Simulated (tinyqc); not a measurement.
Nucleation and growth against temperature: classical nucleation, growth and JMAK kinetics of crystallisation from a melt or glass. Computed by tinyqc, a small Python program. Command: `OMP_NUM_THREADS=1 python tinyqc.py 3026623 3026624 out.jsonl nucl walk`. One thread of a shared host (Intel(R) Xeon(R) Processor @ 2.30GHz), about 0.01 s of CPU time with the checks.

A spherical nucleus cap on a flat wall with a sharp interface of isotropic energy gamma; lambda = Omega^(1/3) is the jump distance.

Inputs (values chosen for the exercise, for a model substance):
```
quantity                        value        unit
melting point T_m                1680           K
heat of melting per volume H     2290      J/cm^3
interface energy gamma          0.196       J/m^2
atomic volume Omega              31.8  angstrom^3
diffusion prefactor D0        2.3e-06       m^2/s
activation energy Q              2.19          eV
contact angle theta                60     degrees
wall area per volume S_v      5.7e+06         1/m
```

Nucleation: on a flat wall. Driving force: Thompson-Spaepen.

Constants: k_B = 1.380649e-23 J/K; k_B = 8.617333262e-05 eV/K.

Method:
- Driving force per volume: dG = H [(T_m - T)/T_m] [2 T/(T_m + T)].
- Shape factor f = (2 + cos theta)(1 - cos theta)^2/4.
- W(r) = f [4 pi r^2 gamma - (4/3) pi r^3 dG]; r* = 2 gamma/dG; W* = f 16 pi gamma^3/(3 dG^2); n* = f (4/3) pi r*^3/Omega.
- D = D0 exp(-Q/(k_B T)); attachment rate k+ = (A*/lambda^2) D/lambda^2 with A* = 2 pi r*^2 (1 - cos theta); Zeldovich factor Z = sqrt(W*/(3 pi k_B T))/n*; sites per volume N = S_v/lambda^2; I = N Z k+ exp(-W*/(k_B T)); lag time = 1/(4 pi Z^2 k+).
- Growth (Wilson-Frenkel): u = (D/lambda) [1 - exp(-dG Omega/(k_B T))].
- JMAK with steady nucleation and growth, nuclei spread at random: extended fraction X_e = (pi/3) I u^3 t^4, X = 1 - exp(-X_e); t_X = [-3 ln(1 - X)/(pi I u^3)]^(1/4); final grains per volume = Gamma(5/4) (3/pi)^(1/4) (I/u)^(3/4), Gamma(5/4) = 0.9064024771.
- Grain size = (grains per volume)^(-1/3). Rows are kept where W*/(k_B T) < 70.

Rates:
```
T (K)  W*/(k_B T)  I (1/(m^3 s))     u (m/s)   t_0.5 (s)  grain size (micrometre)
840         2.917     8.4119e+24  4.6168e-10  5.3176e+00               2.8233e-03
924         2.889     1.2907e+26  6.9099e-09  3.5309e-01               2.8058e-03
1008        3.001     1.0932e+27  6.4577e-08  3.8722e-02               2.8756e-03
1092        3.279     5.5339e+27  4.1742e-07  6.3682e-03               3.0569e-03
1176        3.793     1.6810e+28  2.0025e-06  1.4881e-03               3.4268e-03
1260        4.706     2.7533e+28  7.4780e-06  4.8966e-04               4.2109e-03
1344        6.410     1.7114e+28  2.2372e-05  2.4243e-04               6.2372e-03
1428       10.035     1.3451e+27  5.4050e-05  2.3628e-04               1.4686e-02
1495       16.934     2.9440e+24  9.2158e-05  7.3209e-04               7.7588e-02
1546       30.132     9.4037e+18  1.2098e-04  1.4120e-02               1.9645e+00
```

Among these rows I peaks at 1260 K, u at 1546 K and the change is fastest at 1428 K, between the two. Growth has no barrier W*, so it peaks nearer T_m than nucleation. The grain size goes as (u/I)^(1/4), from 0.0028 micrometre at the lowest T to 2.0 at the highest. Caution: in the coldest rows the nucleus has under 20 atoms or the barrier is under 10 k_B T, where the capillary model and steady rates are only a guide.

Extremes, crossings and ranges named in words are read from the listed rows.
